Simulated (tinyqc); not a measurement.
## Model parameters from four stresses

Question. The threshold shift of a transistor under bias-temperature stress follows dV = A (V/V0)^g exp[-(Ea q/kB)(1/T - 1/T0)] (t/1 s)^n. Find n, A, g and Ea.

Values chosen for this exercise: reference stress voltage V0 = 1.8 V; reference temperature T0 = 373 K.

Constants: q = 1.602176634e-19 C, kB = 1.380649e-23 J/K. Results are converted to the units shown.

dV at (V0, T0, 10 s), (V0, T0, 1000 s), (1.5 V, T0, 1000 s) and (V0, 398 K, 1000 s) (mV): [6.8043063, 18.740616, 9.7214573, 22.344353]

Answer. Each pair differs in one condition, and the logarithm of its ratio gives one exponent.

n = 0.2200
A = 4.100 mV
g = 3.600
Ea = 0.09000 eV

Numbers from tinyqc (`OMP_NUM_THREADS=1 python tinyqc.py 2070135 2070136 out.jsonl`; about 0.01 s on one thread of a shared Intel Xeon 2.30GHz).
